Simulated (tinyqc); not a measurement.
Switching field against angle and time: single-domain magnet: Stoner-Wohlfarth switching, Neel-Arrhenius retention, LLG dynamics and spin torque. Computed by tinyqc, a small Python program. Command: `OMP_NUM_THREADS=1 python tinyqc.py 3011560 3011561 out.jsonl macro walk`. One thread of a shared host (Intel(R) Xeon(R) Processor @ 2.30GHz), about 0.01 s of CPU time with the checks.

The moment is uniform, with unit vector m; z is the easy axis. mu_0 = 1.25663706212e-6 T m/A, gamma = 1.76085963023e11 rad/(s T).

Inputs (values chosen for the exercise, for a model magnet): saturation magnetisation M_s = 1330 kA/m; diameter d = 67 nm; thickness t = 2 nm; interface anisotropy K_i = 2.62 mJ/m^2; bulk anisotropy K_u = 0 kJ/m^3; exchange stiffness A = 17 pJ/m; temperature T = 398 K; attempt frequency f0 = 1 GHz; waiting time t_w = 1 s.

Shape: thin disc, easy axis normal to it.

Constants: k_B = 1.380649e-23 J/K.

Method:
- The disc is treated as an oblate spheroid with p = t/d: N_z = [1 - p arccos(p)/sqrt(1 - p^2)]/(1 - p^2); V = pi d^2 t/4; K_eff = K_u + K_i/t + K_shape, K_shape = -(mu_0 M_s^2/4)(3 N_z - 1); mu_0 H_K = 2 K_eff/M_s.
- Delta = K_eff V/(k_B T); tau = exp(Delta)/f0; probability of a flip within t_w: P = 1 - exp(-t_w/tau). Wall width parameter sqrt(A/K_eff); a two-domain state costs 4 sqrt(A K_eff) times the cross-section that the wall cuts (d t).
- Energy over K_eff V: e(theta) = sin^2(theta) + 2 h cos(theta - psi) for m at the angle theta from +z and a field that points at psi from -z (it pulls m away from +z towards negative theta); h_sw = (cos^(2/3) psi + sin^(2/3) psi)^(-3/2).
- Switching field at T: the h at which the exact barrier equals ln(f0 t_w/ln 2) k_B T (0 if the zero-field barrier is lower). Sharrock form: h_sw [1 - (ln(f0 t_w/ln 2)/Delta)^(1/n)], n = 0.86 + 1.14 h_sw.

stability factor Delta = 351.436

Fields over H_K:
```
psi (degrees)  h_sw at T = 0  thermal, exact barrier  thermal, Sharrock form
1                    0.90707                 0.72318                 0.70168
10                   0.67381                 0.56626                 0.55410
20                   0.57365                 0.48715                 0.48419
30                   0.52402                 0.44675                 0.44798
45                   0.50000                 0.42699                 0.43008
60                   0.52402                 0.44675                 0.44798
75                   0.61466                 0.51999                 0.51331
89                   0.90707                 0.72318                 0.70168
```

At T = 0 the field is least at 45 degrees, H_K/2, and symmetric about it. Thermal help lowers it to 80 % at 1 degree and 85 % at 45 degrees; the Sharrock form misses the exact barrier by at most about 0.022 H_K, at psi = 1 (and its mirror angle). Caution: a flat cylinder has a smaller N_z than the spheroid of the same t/d, so K_eff of a real disc is larger. Caution: a domain wall can cross the element at lower cost, so the single-domain barrier is an upper bound.

Extremes, crossings and ranges named in words are read from the listed rows.
